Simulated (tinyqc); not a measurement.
Worked calculation: lateral field, substrate current, probability of reaching the oxide barrier and hot-carrier lifetime of a silicon transistor (pseudo-two-dimensional and lucky-electron models). Computed by tinyqc, a small Python program that keeps every step. Command: `OMP_NUM_THREADS=1 python tinyqc.py 3002060 3002061 out.jsonl hotcar walk`. One thread of a shared host (Intel(R) Xeon(R) Processor @ 2.30GHz), about 0.01 s of CPU time with the checks. Intermediate numbers are printed to about 6 digits and carried at full precision; extremes and crossings named in words are read from the listed rows.

Local-field models: a lucky carrier gains its energy at the peak field over a path free of collisions. Voltages are magnitudes.

Inputs (values chosen for the exercise, modelled on a silicon n-channel):

| quantity | value | unit |
|---|---|---|
| channel length L | 1300 | nm |
| oxide thickness t | 36 | nm |
| junction depth x_j | 240 | nm |
| mobility mu | 310 | cm^2/(V s) |
| saturation velocity v_s | 0.82 | 1e7 cm/s |
| threshold voltage V_T | 0.46 | V |
| gate voltage V_G | 2.5 | V |
| drain voltage V_D | 5.3 | V |
| ionisation prefactor A_i | 2e+06 | 1/cm |
| ionisation field B_i | 1.65 | MV/cm |
| hot-carrier mean free path lambda | 8.2 | nm |
| oxide barrier phi_b | 3.1 | eV |
| interface-trap threshold phi_it | 3.6 | eV |
| lifetime constant H | 4 | s microampere/micrometre |

Drain: abrupt.

Constants: eps_0 = 8.8541878128e-12 F/m.

## Saturation point and current

C_ox = 3.9 eps_0/t; F_sat = 2 v_s/mu; V_Dsat = V_ov F_sat L/(V_ov + F_sat L), V_ov = V_G - V_T; I_D/W = C_ox v_s (V_ov - V_Dsat).

F_sat = 52.9032 kV/cm

V_Dsat = 1.57332 V

drain current I_D/W = 36.7067 microampere/micrometre

## Peak lateral field

Scale length l = 0.22 t^(1/3) x_j^(1/2) (all in cm); F_m = sqrt(((V_D - V_Dsat)/l_e)^2 + F_sat^2), with l_e = l; length of the velocity-saturated region l_e ln((V_D - V_Dsat)/(l_e F_sat) + F_m/F_sat).

scale length l = 165.182 nm

peak field F_m = 231.730 kV/cm

velocity-saturated length = 356.292 nm

energy gained over one free path, e lambda F_m = 0.190019 eV

The field rises from F_sat to F_m as cosh(x/l_e), a factor 4.4, over 27 % of L.

## Hot-carrier currents and lifetime

Substrate current I_sub/I_D = (A_i/B_i)(V_D - V_Dsat) exp(-B_i/F_m); probability of reaching the oxide barrier exp(-phi_b/(e lambda F_m)); lifetime tau = (H/(I_D/W)) exp(phi_it/(e lambda F_m)).

I_sub/I_D = 0.00365210

substrate current I_sub/W = 0.134057 microampere/micrometre

probability of reaching phi_b = 8.21956e-08

lifetime tau = 1.84175e+07 s

exponent m = phi_it/(e lambda B_i) = 2.66075

Since both exponentials depend on 1/F_m, tau I_D scales about as (I_sub/I_D)^(-m) with m = 2.66, which lets I_sub serve as the monitor. The lifetime is 0.0584 times ten years (3.156e8 s).

## Substrate current against gate voltage

The formulas are those given above.

At the given drain voltage:

| V_G (V) | V_Dsat (V) | I_D/W (microampere/micrometre) | F_m (kV/cm) | I_sub/W (microampere/micrometre) | tau (s) |
|---|---|---|---|---|---|
| 0.73 | 0.25980 | 0.802 | 309.682 | 0.023788 | 7.15444e+06 |
| 1.00 | 0.50069 | 3.092 | 295.324 | 0.067382 | 3.69790e+06 |
| 1.40 | 0.82697 | 8.890 | 275.913 | 0.121878 | 3.66011e+06 |
| 2.00 | 1.25825 | 22.161 | 250.339 | 0.149017 | 7.46096e+06 |
| 2.60 | 1.63214 | 39.946 | 228.265 | 0.128871 | 2.25643e+07 |
| 3.40 | 2.05956 | 69.250 | 203.182 | 0.080863 | 1.39842e+08 |
| 4.20 | 2.42258 | 103.621 | 182.053 | 0.041866 | 1.14735e+09 |
| 5.00 | 2.73472 | 141.993 | 164.064 | 0.018933 | 1.17829e+10 |
| 5.80 | 3.00599 | 183.581 | 148.613 | 0.007694 | 1.47205e+11 |

I_sub peaks at V_G = 2 V, 0.38 V_D: a higher gate voltage brings more carriers but raises V_Dsat and so lowers F_m. The shortest lifetime among the rows lies at V_G = 1.4 V, below that of the largest I_sub, since tau depends more steeply on the field.

## Extrapolating accelerated tests

V_10 solves tau = 3.156e8 s at the given V_G. The extrapolation fits ln(tau) against 1/V_D at 1, 1.08, 1.16 and 1.25 times the given V_D (rounded to 3 digits) by least squares and reads off the same tau.

Stress points:

| V_D (V) | 1/V_D (1/V) | tau (s) |
|---|---|---|
| 5.30 | 0.188679 | 1.84175e+07 |
| 5.72 | 0.174825 | 2.94578e+06 |
| 6.15 | 0.162602 | 6.26219e+05 |
| 6.62 | 0.151057 | 1.53622e+05 |

ten-year drain voltage V_10 = 4.78515 V

V_10 from the 1/V_D extrapolation = 4.73354 V

The extrapolation is 52 mV below the true value: ln(tau) is nearly linear in 1/(V_D - V_Dsat), not in 1/V_D, so the straight line errs on the safe side when one extrapolates down.

Checks made by the program: voltage drop as the integral of F_sat cosh(x/l_e) over the saturated length (relative difference below 1e-10).
